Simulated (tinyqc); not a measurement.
The decay curve: photoconductance decay in a wafer: bulk and surface recombination modes, and iron detection by pair splitting. Computed by tinyqc, a small Python program. Command: `OMP_NUM_THREADS=1 python tinyqc.py 3111236 3111237 out.jsonl pcd walk`. One thread of a shared host (Intel(R) Xeon(R) Processor @ 2.30GHz), about 0.01 s of CPU time with the checks.

Both faces of the wafer have the same S; injection is low and all coefficients are constant. x runs from -W/2 to W/2.

Inputs (values chosen for the exercise, modelled on p-type silicon):
```
quantity                          value         unit
thickness W                         300   micrometre
diffusivity D                      32.7       cm^2/s
bulk lifetime tau_b without iron    960  microsecond
surface recombination velocity S    6.9         cm/s
absorption coefficient alpha       1300         1/cm
```

Method:
- Even modes cos(a x) obey b tan b = S W/(2 D) with b = a W/2, odd modes sin(a x) obey -b cot b = S W/(2 D); each decays at the rate 1/tau_b + D a^2.
- tau_eff is the decay time of the first mode. The surface time is 1/(D a^2) of that mode; shortcuts for it are W/(2 S), W^2/(pi^2 D) and their sum, whose error is sum/surface time - 1.
- Light from one face makes n(x, 0) proportional to exp(-alpha (x + W/2)). Only even modes carry the thickness average: weight c_n = [sin b/b] int n cos(a x) dx / (int cos^2(a x) dx x mean n), with int exp(-alpha (x + W/2)) cos(a x) dx = [alpha cos b (1 - E) + a sin b (1 + E)]/(alpha^2 + a^2), E = exp(-alpha W), and int cos^2 = W/2 + sin(2 b)/(2 a).
- Mean density = sum_n c_n exp(-t/tau_n) over 60 modes; the local decay time is -1/(d ln n/dt).

W^2/(pi^2 D) = 2.78866 microsecond

tau_eff = 666.142 microsecond

Decay:
```
t / (W^2/(pi^2 D))  t (microsecond)  mean density/start  local decay time (microsecond)
0.02                         0.0558             0.99974                          278.49
0.05                         0.1394             0.99948                          361.83
0.10                         0.2789             0.99913                          436.30
0.20                         0.5577             0.99855                          515.84
0.50                         1.3943             0.99709                          616.23
1.00                         2.7887             0.99494                          658.94
2.00                         5.5773             0.99077                          666.01
```

The local decay time goes from 278 to 666 microsecond against tau_eff = 666. Early on higher modes speed the decay, so a fit must start late.
